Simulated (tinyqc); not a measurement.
MP2 on RHF in the sto-3g basis, for H3-, spin multiplicity 1, step by step. The basis has no diffuse functions, so it cannot describe the extra electron: this is an exercise in the method, not the real anion. One step of it, computed by the program tinyqc.

Problem. Iteration 1: building the Fock matrix. J_ij = sum D_kl (ij|kl), K_ij = sum D_kl (ik|jl); F = H + J - 0.5 K; E = tr D H + tr D J / 2 - 0.25 tr D K + E_nn.

D at the start, lower triangle:
```
          1H 1s      2H 1s     3H 1s
1H 1s  0.957014
2H 1s  0.402358   1.249393
3H 1s  0.399240  -0.966864  1.358505
```

core Hamiltonian H = T + V (hartree), lower triangle:
```
           1H 1s      2H 1s      3H 1s
1H 1s  -1.375989
2H 1s  -0.737964  -1.200327
3H 1s  -0.665836  -0.214167  -1.172187
```

Two-electron integrals (ij|kl) in chemists' order, unique and non-zero (hartree):
```
(11|11) 0.774606   (21|11) 0.263094   (21|21) 0.118705   (22|11) 0.444901
(22|21) 0.263094   (22|22) 0.774606   (31|11) 0.233001   (31|21) 0.079056
(31|22) 0.136683   (31|31) 0.095747   (32|11) 0.063374   (32|21) 0.026704
(32|22) 0.056238   (32|31) 0.024302   (32|32) 0.007421   (33|11) 0.422589
(33|21) 0.146868   (33|22) 0.264166   (33|31) 0.233001   (33|32) 0.056238
(33|33) 0.774606
```

nuclear repulsion = 1.19084105 hartree

Give: Coulomb J; exchange K; Fock matrix F; total energy of this density.

Solution.

Coulomb J (hartree), lower triangle:
```
        1H 1s   2H 1s   3H 1s
1H 1s  2.1465
2H 1s  0.8870  1.9645
3H 1s  0.8034  0.2339  1.9823
```

exchange K (hartree), lower triangle:
```
        1H 1s   2H 1s   3H 1s
1H 1s  1.2646
2H 1s  0.7392  1.2158
3H 1s  0.6716  0.0938  1.2501
```

Fock matrix F (hartree), lower triangle:
```
         1H 1s    2H 1s   3H 1s
1H 1s   0.1382
2H 1s  -0.2205   0.1563
3H 1s  -0.1983  -0.0272  0.1850
```

total energy of this density = -1.221422 hartree
